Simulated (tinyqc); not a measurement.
Worked calculation: sp3 tight binding, zinc-blende lattice. One step of it, computed by the program tinyqc.

Question. Bloch Hamiltonian at k. Slater-Koster rules over the four bonds with direction cosines (l, m, n): ss V_ss; s-px l V_sp; px-s -l V_sp; px-px l^2 V_pps + (1 - l^2) V_ppp; px-py l m (V_pps - V_ppp); each times exp(i k.d).

Parameters chosen for this model: zinc-blende lattice, anion at 0, cation at a/4 (1,1,1); V = eta hbar^2 / (m d^2), hbar^2/m = 7.619964 eV angstrom^2:
```
parameter          value      unit
a               5.150000  angstrom
d               2.230015  angstrom
Es anion      -14.720000        eV
Ep anion       -6.720000        eV
Es cation     -14.720000        eV
Ep cation      -6.720000        eV
eta ss         -1.400000
eta sp          1.840000
eta pp sigma    3.240000
eta pp pi      -0.810000
V ss           -2.145187        eV
V sp            2.819389        eV
V pp sigma      4.964576        eV
V pp pi        -1.241144        eV
```

k point k (2 pi / a): 0.480000  0.360000  0.260000

Give: H(k) at k.

Answer.

H(k) at k (eV):
```
                a s           a px           a py           a pz
a s         -14.720          0.000          0.000          0.000
a px          0.000         -6.720          0.000          0.000
a py          0.000          0.000         -6.720          0.000
a pz          0.000          0.000          0.000         -6.720
c s   -4.847-1.250i   1.010+3.454i   1.495+2.334i   2.192+1.592i
c px  -1.010-3.454i   1.870+0.482i  -2.785-2.023i  -1.899-2.966i
c py  -1.495-2.334i  -2.785-2.023i   1.870+0.482i  -1.284-4.389i
c pz  -2.192-1.592i  -1.899-2.966i  -1.284-4.389i   1.870+0.482i

                c s           c px           c py           c pz
a s   -4.847+1.250i  -1.010+3.454i  -1.495+2.334i  -2.192+1.592i
a px   1.010-3.454i   1.870-0.482i  -2.785+2.023i  -1.899+2.966i
a py   1.495-2.334i  -2.785+2.023i   1.870-0.482i  -1.284+4.389i
a pz   2.192-1.592i  -1.899+2.966i  -1.284+4.389i   1.870-0.482i
c s         -14.720          0.000          0.000          0.000
c px          0.000         -6.720          0.000          0.000
c py          0.000          0.000         -6.720          0.000
c pz          0.000          0.000          0.000         -6.720
```
